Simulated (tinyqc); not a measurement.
Changing the power per gate width P: self-heating of a transistor with one or more fingers, with temperature-dependent conductivity. Computed by tinyqc, a small Python program. Command: `OMP_NUM_THREADS=1 python tinyqc.py 3017465 3017466 out.jsonl selfheat sweep`. One thread of a shared host (Intel(R) Xeon(R) Processor @ 2.30GHz), about 0.1 s of CPU time with the checks.

N long parallel fingers lie on the top face of a slab whose bottom is held at T_0; the top is otherwise insulated, and heat flows in two dimensions. P in W/mm is 1000 P in W/m.

Inputs (values chosen for the exercise, modelled on silicon):
```
quantity                                      value        unit
conductivity at the base temperature kappa_0    144     W/(m K)
exponent m in kappa ~ T^-m                     1.22           -
base temperature T_0                            298           K
fingers N                                         4           -
finger pitch s                                   11  micrometre
width of the heat source w                      1.8  micrometre
substrate thickness t                           100  micrometre
```

Power: power rises with temperature.

Method:
- A line source of power P on the top face raises the top at distance x by (P/(pi kappa_0)) g(x), g(x) = -ln tanh(pi x/(4 t)) (the image sum for the slab). On a strip of width w the centre sees the mean of g over the strip, g_0 = 1 + ln(8 t/(pi w)) for w much below t.
- theta_i = (P/(pi kappa_0)) [g_0 + sum over j != i of g(|i - j| s)], with equal powers and constant conductivity; thermal resistance = largest theta/P.
- Kirchhoff transformation for kappa = kappa_0 (T/T_0)^-m: T = T_0 [1 - (m - 1) theta/T_0]^(-1/(m - 1)), where theta is the linear rise.
- The bracket vanishes at the power P T_0/((m - 1) theta).

One run for each value:
```
power per gate width P (W/mm)  true rise (K)  true rise / linear rise  largest theta (K)  peak temperature (K)
0.17                                    4.79                   1.0098               4.74                302.79
0.25                                    7.07                   1.0144               6.97                305.07
0.37                                   10.54                   1.0215              10.32                308.54
0.55                                   15.84                   1.0322              15.34                313.84
0.82                                   23.99                   1.0486              22.88                321.99
1.20                                   35.90                   1.0724              33.48                333.90
1.80                                   55.82                   1.1117              50.21                353.82
2.70                                   88.51                   1.1751              75.32                386.51
4.00                                  142.49                   1.2769             111.59                440.49
```

Describe and explain the trends.

Over the rows, true rise (K) rises from 4.79 to 142 (exponent d ln y / d ln x 1.0 between the first rows and 1.2 between the last); true rise / linear rise rises from 1.01 to 1.28 (exponent d ln y / d ln x 0.012 between the first rows and 0.21 between the last); largest theta (K) rises from 4.74 to 112 (exponent d ln y / d ln x about 1.0 throughout). At the low end the exponent of true rise is 1.01, close to 1: the linear regime. The hot zone conducts worse, so the rise outgrows the power: the ratio to the linear rise reaches 1.28 in the last row.

Extremes, crossings and ranges named in words are read from the listed rows.
